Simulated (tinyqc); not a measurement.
Comparisons within one model: free-carrier optics of a doped semiconductor (Drude model with one polar phonon). A value that a table varies takes the place of the one given here.

eps(E) = ei [1 - Ep^2/(E^2 + i E Gam)] + (es - ei) wT^2/(wT^2 - E^2 - i E gT), with Ep^2 = 8 pi c (e^2/(4 pi eps0)) N/(m ei), c = hbar^2/2m0, N in 1/angstrom^3 (1e-24 per 1/cm^3); Gam = hbar/tau, tau = mu m m0/e with m0/e = 5.685630e-12 kg/C and mu in m^2/(V s). Energies in meV.

n + i k = sqrt(eps1 + i eps2) with k >= 0; R = ((n - 1)^2 + k^2)/((n + 1)^2 + k^2) at normal incidence from vacuum; alpha = 2 E k/(hbar c), times 1e8 for 1/cm; loss function Im(-1/eps) = eps2/(eps1^2 + eps2^2).

Constants: hbar^2/2m0 = 3.80998211 eV angstrom^2; e^2/(4 pi eps0) = 14.39964547 eV angstrom; hbar = 6.58211957e-16 eV s; hbar c = 1973.269805 eV angstrom.

Inputs chosen for the exercise (mass and dielectric values near those of InP; N and mu are free inputs; interband absorption and the rise of the mass with filling are left out; the results hold for these values, not for the real material):
- m = 0.0776 m0 (conductivity mass)
- ei = 9.79 (high-frequency dielectric constant)
- wT = 37.9 meV (TO phonon)
- es = 12.9 (static dielectric constant)
- N = 2.5e+18 1/cm^3 (carrier density)
- mu = 2700 cm^2/(V s) (mobility)
- gT = 0.3 meV (phonon damping)
- E = 94.3 meV (photon energy)

## The coupled modes against doping

L-, L+ solve E^4 - (wL^2 + Ep^2) E^2 + Ep^2 wT^2 = 0, wL = wT sqrt(es/ei); damping left out; energies in meV.

Modes:

| N (1/cm^3) | Ep | L- | L+ | Ep sqrt(ei/es) |
|---|---|---|---|---|
| 3.0e+16 | 7.38 | 6.41 | 43.66 | 6.43 |
| 1.0e+17 | 13.47 | 11.59 | 44.04 | 11.74 |
| 3.0e+17 | 23.33 | 19.50 | 45.35 | 20.33 |
| 6.0e+17 | 33.00 | 26.07 | 47.98 | 28.75 |
| 1.0e+18 | 42.60 | 30.71 | 52.58 | 37.11 |
| 2.0e+18 | 60.25 | 34.77 | 65.68 | 52.49 |
| 4.0e+18 | 85.21 | 36.52 | 88.42 | 74.23 |
| 1.0e+19 | 134.72 | 37.39 | 136.54 | 117.36 |
| 3.0e+19 | 233.34 | 37.74 | 234.35 | 203.28 |

wL = 43.51 meV

What can be read from the table?

At low density L- follows Ep sqrt(ei/es) (6.41 against 6.43), a plasmon screened by the lattice, and L+ starts at wL. At the highest density L- has come within 0.16 meV of wT, since the carriers screen the field that lifts wL, and L+ is within 1.00 meV of Ep. The branches are closest, 21.87 meV, at 1e+18 1/cm^3 of those listed. The mass is held fixed, while in a real band it rises with filling.

## Reflectance across the plasma edge

Spectrum:

| E (meV) | eps1 | eps2 | R | alpha (1/cm) |
|---|---|---|---|---|
| 6.7 | -575.99 | 485.73 | 0.951 | 1.75e+04 |
| 20.2 | -87.15 | 27.73 | 0.938 | 1.93e+04 |
| 33.7 | -13.46 | 6.74 | 0.800 | 1.29e+04 |
| 47.2 | -15.52 | 2.40 | 0.930 | 1.89e+04 |
| 57.3 | -6.03 | 1.32 | 0.862 | 1.43e+04 |
| 67.4 | -1.36 | 0.81 | 0.591 | 8.29e+03 |
| 74.1 | 0.64 | 0.61 | 0.038 | 2.60e+03 |
| 84.2 | 2.76 | 0.41 | 0.064 | 1.06e+03 |
| 101.0 | 4.94 | 0.24 | 0.144 | 551 |
| 134.7 | 7.08 | 0.10 | 0.206 | 259 |
| 202.1 | 8.59 | 0.03 | 0.241 | 104 |
| 336.8 | 9.36 | 0.01 | 0.257 | 36.0 |

How do the results move?

Ep = 67.4 meV and Gam = 5.5 meV. R is 0.951 at the lowest energy and lowest, 0.038, at 74.1 meV of those listed; without damping and phonon it would vanish at Ep sqrt(ei/(ei - 1)) = 71.1 meV. At the highest energy R is 0.257, against 0.266 for ei alone. Between the last two rows alpha goes as E^-2.08, where the Drude limit far above Ep and Gam is E^-2. Inside the metallic range the phonon cuts a dip in R near L-, below wT = 37.9 meV, which the rows may miss.

## Free-carrier absorption and index change in the near infrared

At the wavelengths listed E = hc/lambda (hc = 1239.841984 eV nm). Approximate forms: alpha = ei Ep^2 Gam/(E^2 sqrt(ei) hbar c) and dn = -sqrt(ei) Ep^2/(2 E^2). The phonon term is left out here.

Free carriers:

| lambda (micrometre) | E (meV) | alpha (1/cm) | alpha, approximate | dn | dn, approximate |
|---|---|---|---|---|---|
| 1.31 | 946.4 | 4.45 | 4.44 | -0.00793 | -0.00792 |
| 1.55 | 799.9 | 6.23 | 6.21 | -0.0111 | -0.0111 |
| 2.00 | 619.9 | 10.4 | 10.3 | -0.0185 | -0.0185 |
| 3.00 | 413.3 | 23.6 | 23.3 | -0.0418 | -0.0416 |
| 5.00 | 248.0 | 67.1 | 64.7 | -0.118 | -0.115 |
| 8.00 | 155.0 | 184 | 166 | -0.311 | -0.296 |
| 10.60 | 117.0 | 354 | 291 | -0.569 | -0.519 |

What does this show, and why?

At 1.55 micrometre alpha = 6.23 1/cm and dn = -0.0111; a phase shift of pi needs a length lambda/(2 |dn|) = 69.7 micrometre, over which the loss is 0.19 dB. The approximate alpha is within 5 % up to 5 micrometre of the wavelengths listed; it needs photon energies well above both Ep and Gam, which lie at 18.4 and 224.4 micrometre. Interband and intervalley absorption are left out.

## What moves the optical constants

At the energy E. Each row changes one parameter from the base and keeps the others.

Results:

| case | Ep (meV) | Gam (meV) | R | alpha (1/cm) |
|---|---|---|---|---|
| base | 67.36 | 5.53 | 0.1195 | 684 |
| N = 3.75e+18 1/cm^3 | 82.50 | 5.53 | 0.0244 | 1.59e+03 |
| m = 0.0931 m0 | 61.50 | 4.61 | 0.1473 | 437 |
| mu = 1620 cm^2/(V s) | 67.36 | 9.21 | 0.1218 | 1.12e+03 |
| ei = 10.28 | 65.74 | 5.53 | 0.1397 | 640 |
| E = 113.2 meV | 67.36 | 5.53 | 0.1749 | 400 |

How do the results move?

The largest shifts from the base row, up to three for each result and ties (the steps differ in size, so this ranks the rows, not the parameters). Ep (meV): N +15.14, m -5.86, ei -1.62; unchanged at the printed digits by mu and E. Gam (meV): mu +3.68, m -0.92; unchanged at the printed digits by N, ei and E. R: N -0.0952, E +0.0554, m +0.0278. alpha (1/cm): N +904, mu +441, E -284.

(tinyqc, `OMP_NUM_THREADS=1 python tinyqc.py 1681578 1681579 out.jsonl`, Intel(R) Xeon(R) Processor @ 2.30GHz, 1 thread, shared host, about 0.01 s.)
